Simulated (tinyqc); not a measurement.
## Gate voltage for a given inversion charge

Question. p-type body, charge-sheet picture, depletion and inversion only, full ionisation (an idealisation for deep acceptors), Boltzmann statistics (rough once Na exp(x - xn) passes about Nc/7). In units of Vt: xg = (Vg - Vfb)/Vt, x = psi/Vt, G = gamma/sqrt(Vt), xn = (2 phiF + Vc)/Vt. The implicit equation is (xg - x)^2 = G^2 [x - 1 + exp(x - xn)] for x above about 3. Cox = eps0 eox/tox. ni = sqrt(Nc Nv) exp(-Eg/(2 Vt)), Eg in volts; phiF = Vt ln(Na/ni); gamma = sqrt(2 q eps0 eps_r Na)/Cox. N_inv = (Cox Vt G/q) [sqrt(x - 1 + exp(x - xn)) - sqrt(x - 1)]. Find x - xn, psi and Vg.

Inputs (values chosen for the exercise); band and dielectric values those of a made-up semiconductor: temperature T = 250 K; band gap Eg = 2.65 eV; relative permittivity eps_r = 7.77; conduction-band density of states at T Nc = 1.4e19 cm^-3; valence-band density of states at T Nv = 2.4e19 cm^-3; relative permittivity of the gate insulator (close to zirconium oxide) eox = 24.7; insulator thickness tox = 6.9 nm; acceptor density Na = 1.4e18 cm^-3; flat-band voltage Vfb = -0.74 V; channel-body voltage Vc = 0 V.

Constants: q = 1.602176634e-19 C, kB = 1.380649e-23 J/K, Vt = kB T/q, eps0 = 8.8541878128e-14 F/cm where lengths are in cm. Results are converted to the units shown.

N_inv = 3.3e11 cm^-2

Answer. N_inv rises steadily with x, so it fixes x; the implicit equation then gives xg directly.

x - xn = 2.681
psi = 2.597 V
Vg = 2.155 V

Computed by the program tinyqc: `OMP_NUM_THREADS=1 python tinyqc.py 2122125 2122126 out.jsonl`, one thread of a shared Intel Xeon 2.30GHz, about 0.01 s for the whole run.
